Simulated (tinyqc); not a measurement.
Relaxation at fixed composition: composition and strain of an epitaxial Si(1-x)Ge(x) layer from Raman and X-ray peaks. Computed by tinyqc, a small Python program. Command: `OMP_NUM_THREADS=1 python tinyqc.py 3024241 3024242 out.jsonl epiraman walk`. One thread of a shared host (Intel(R) Xeon(R) Processor @ 2.30GHz), about 0.01 s of CPU time with the checks.

A (001) layer, biaxially strained in the plane. The Raman peaks follow empirical lines omega = w0 + c1 x + c3 x^3 + b eps (c3 for Si-Ge alone), with eps the in-plane strain.

Inputs (values chosen for the exercise, modelled on silicon-germanium): Ge fraction x = 0.4; lattice constant of Si = 5.431 angstrom; lattice constant of Ge = 5.658 angstrom; bowing B = 0.029 angstrom; 2 C12/C11 of Si = 0.774; 2 C12/C11 of Ge = 0.753; Si-Si: w0 = 520.7 1/cm; Si-Si: c1 = -69.2 1/cm; Si-Si: strain coefficient b = -772 1/cm; Ge-Ge: w0 = 280.5 1/cm; Ge-Ge: c1 = 18.6 1/cm; Ge-Ge: strain coefficient b = -432 1/cm; X-ray wavelength = 1.540598 angstrom.

Substrate: silicon.

Method:
- Relaxed lattice constant a(x) = a_Si + (a_Ge - a_Si) x - B x (1 - x).
- In-plane constant a_par = a_sub + R (a(x) - a_sub); eps = a_par/a(x) - 1; eps_perp = -(2 C12/C11) eps with 2 C12/C11 linear in x; a_perp = a(x) (1 + eps_perp).
- (004) Bragg angle theta = arcsin(2 lambda/a), with a = a_perp for the layer and a_sub for the substrate; separation = layer less substrate. The apparent x is the one that a fully strained layer (R = 0) would need to give the same a_perp.

Signatures; columns: (1) R; (2) eps (per mille); (3) Si-Si (1/cm); (4) Ge-Ge (1/cm); (5) a_perp (angstrom); (6) (004) separation (arcsec); (7) apparent x if R = 0 is assumed:
```
(1)       (2)     (3)     (4)     (5)      (6)      (7)
0.00  -15.203  504.76  294.51  5.5790  -3747.2  0.40000
0.15  -12.922  503.00  293.52  5.5694  -3510.9  0.37516
0.30  -10.642  501.24  292.54  5.5598  -3273.6  0.35017
0.50   -7.601  498.89  291.22  5.5469  -2955.6  0.31662
0.70   -4.561  496.54  289.91  5.5341  -2635.8  0.28278
0.85   -2.280  494.78  288.93  5.5245  -2394.7  0.25722
1.00    0.000  493.02  287.94  5.5148  -2152.7  0.23150
```

Full relaxation moves the Si-Si peak by -11.74 per cm and shrinks the X-ray separation to 57 % of its strained value, about 1/(1 + 2 C12/C11). A symmetric reflection alone cannot part x from R: a relaxed layer read as strained gives x = 0.231 in place of 0.4. An asymmetric reflection or a second peak is needed.

Extremes, crossings and ranges named in words are read from the listed rows.
